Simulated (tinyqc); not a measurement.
Static screening by free carriers: one step. A donor in the screened potential. Three cases, with inputs chosen for the exercise.

Question. Evaluate both terms at a = aD.

Donor in the screened potential -(e2/eps) exp(-qs r)/r with the trial function exp(-r/a): E(a) = c/(m a^2) - (e2/eps) 4/(a (2 + qs a)^2), e2 = e^2/(4 pi eps0), c = hbar^2/2m0; isotropic mass.

Constants: hbar^2/2m0 = 3.80998211 eV angstrom^2; e^2/(4 pi eps0) = 14.39964547 eV angstrom.

Give: kinetic term; potential term; E(aD); unscreened level -m Ry/eps^2 (Ry = 13.60569312 eV).

Case 1.

Values chosen (out of a larger set: near those of GaAs; not measured data): aD = 152.7 angstrom (trial radius); m = 0.0661 m0 (mass of one isotropic valley); eps = 12.9 (background dielectric constant).

qs = 0.00243201 1/angstrom

Answer.

kinetic term = 2.472 meV
potential term = -5.200 meV
E(aD) = -2.728 meV
unscreened level -m Ry/eps^2 (Ry = 13.60569312 eV) = -5.404 meV

This trial radius gives a bound state.

Case 2.

Values chosen (out of a larger set: near those of InP; not measured data): aD = 85.5 angstrom (trial radius); m = 0.0799 m0 (mass of one isotropic valley); eps = 12.5 (background dielectric constant).

qs = 0.0185995 1/angstrom

Answer.

kinetic term = 6.523 meV
potential term = -4.181 meV
E(aD) = 2.342 meV
unscreened level -m Ry/eps^2 (Ry = 13.60569312 eV) = -6.957 meV

This trial radius gives no binding, nor does any radius up to 3 aB.

Case 3.

Values chosen (out of a larger set: near those of GaN; not measured data): aD = 28.3 angstrom (trial radius); m = 0.198 m0 (mass of one isotropic valley); eps = 9.42 (background dielectric constant).

qs = 0.0496411 1/angstrom

Answer.

kinetic term = 24.026 meV
potential term = -18.637 meV
E(aD) = 5.389 meV
unscreened level -m Ry/eps^2 (Ry = 13.60569312 eV) = -30.359 meV

This trial radius gives no binding, nor does any radius up to 3 aB.

Computed by tinyqc, one run a case: `OMP_NUM_THREADS=1 python tinyqc.py N N+1 out.jsonl` with N = 1651626, 1651809, 1652104; one thread of a shared Intel(R) Xeon(R) Processor @ 2.30GHz, about 0.01 s a run at most.
